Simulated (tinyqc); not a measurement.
Leakage through a gate insulator: direct, Fowler-Nordheim, trap-assisted and Poole-Frenkel currents: one step, computed by the program tinyqc.

Electrons enter from the cathode Fermi level at x = 0; the conduction band of the insulator lies phi_b - e F x above it, F = V/t. WKB exponents use a parabolic band with mass m.

Task: Field and tunnelling without traps. For a level a distance phi(x) below the band, the WKB exponent is 2 int kappa dx with kappa = sqrt(m phi/(hbar^2/2m_0)); for a linear barrier from phi_1 down to phi_2 = max(phi_1 - e F d, 0) it is G = (4/3) sqrt(m/(hbar^2/2m_0)) (phi_1^(3/2) - phi_2^(3/2))/(e F). J_tun = e^3 F^2/(16 pi^2 hbar m phi_b) x exp(-G) / [1 - sqrt(phi_2/phi_b)]^2 with the free-electron mass in the cathode (m in m_0), phi_2 = max(phi_b - e V, 0): direct tunnelling for e V < phi_b, Fowler-Nordheim above. Image forces, back-flow and the limit on supply are left out, so J_tun is overstated below about 0.5 V. Equivalent oxide thickness = 3.9 t/eps_ox.

Inputs (values chosen for the exercise, with an insulator like Si3N4):
```
quantity                        value  unit
thickness t                       4.3    nm
barrier phi_b                    2.16    eV
tunnelling mass m                0.39   m_0
static constant eps_ox           7.13     -
voltage across the insulator V    3.4     V
```

Constants: hbar^2/(2 m_0) = 3.80998212 eV angstrom^2; e = 1.602176634e-19 C; hbar = 1.054571817e-34 J s.

Give: field F; equivalent oxide thickness; WKB exponent G; tunnelling current J_tun.

Result:

field F = 7.907 MV/cm

equivalent oxide thickness = 2.352 nm

WKB exponent G = 17.13

tunnelling current J_tun = 4.172 A/cm^2

The barrier is a triangle 2.73 nm long: Fowler-Nordheim tunnelling.
